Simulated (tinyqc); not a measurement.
Inside a calculation. Method: RKS/PBE in the sto-3g basis, for BeH2, spin multiplicity 1. One step of it, computed by the program tinyqc.

Task: Orthogonalisation. S = U s U^T; symmetric (Loewdin) form X = U s^(-1/2) U^T, so that X^T S X = 1.

overlap S, lower triangle:
```
           1Be 1s    1Be 2s   1Be 2px    1Be 2py   1Be 2pz     2H 1s     3H 1s
1Be 1s   1.000000
1Be 2s   0.259517  1.000000
1Be 2px  0.000000  0.000000  1.000000
1Be 2py  0.000000  0.000000  0.000000   1.000000
1Be 2pz  0.000000  0.000000  0.000000   0.000000  1.000000
2H 1s    0.064042  0.445077  0.000000   0.515251  0.000000  1.000000
3H 1s    0.064042  0.445077  0.000000  -0.515251  0.000000  0.030276  1.000000
```

Give: eigenvalues of S; X.

Result:

eigenvalues of S: 0.2560  0.3602  0.9409  1.0000  1.0000  1.7137  1.7291

X, lower triangle:
```
          1Be 1s   1Be 2s  1Be 2px  1Be 2py  1Be 2pz    2H 1s   3H 1s
1Be 1s    1.0285
1Be 2s   -0.1531   1.2413
1Be 2px   0.0000   0.0000   1.0000
1Be 2py   0.0000   0.0000   0.0000   1.3575
1Be 2pz   0.0000   0.0000   0.0000   0.0000   1.0000
2H 1s     0.0189  -0.2998   0.0000  -0.4286   0.0000   1.2852
3H 1s     0.0189  -0.2998   0.0000   0.4286   0.0000  -0.0974  1.2852
```
